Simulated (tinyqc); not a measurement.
The product rho l across metals: free and nearly free electrons in a metal.

Constants: hbar^2/2m0 = 3.80998211 eV angstrom^2; hbar = 6.58211957e-16 eV s.

Free electrons with m = 1; fcc cells hold 4 atoms and bcc cells 2; n = atoms z/a^3, kF = (3 pi^2 n)^(1/3), rho l = hbar kF/(n e^2), e = 1.602176634e-19 C. Inputs are chosen for the exercise.

Results:
```
case     lattice  a (angstrom)  z  rho (micro-ohm cm)  kF (1/angstrom)  EF (eV)  l (nm)  rho l (1e-16 ohm m^2)
near Al      fcc         4.081  3                2.65            1.736    11.48    15.2                   4.04
near Li      bcc         3.488  1                8.91            1.117     4.76    10.9                   9.74
near Na      bcc         4.262  1                4.52            0.915     3.19    32.2                  14.54
near Ca      fcc         5.538  2                3.63            1.117     4.76    26.8                   9.74
near K       bcc         5.287  1                6.75            0.737     2.07    33.2                  22.38
near Cu      fcc         3.597  1                1.67            1.365     7.10    39.1                   6.53
```

What can be read from this table?

rho l falls as n^(-2/3): it is lowest for the case near Al and highest for near K. The lowest bulk rho belongs to near Cu; in very narrow wires, where rho l rules, the order changes. Real Fermi surfaces depart from spheres, most for the polyvalent and noble metals.

Run: tinyqc, `OMP_NUM_THREADS=1 python tinyqc.py 1650747 1650748 out.jsonl`; Intel(R) Xeon(R) Processor @ 2.30GHz, one thread, shared host; about 0.01 s of CPU time with all checks.
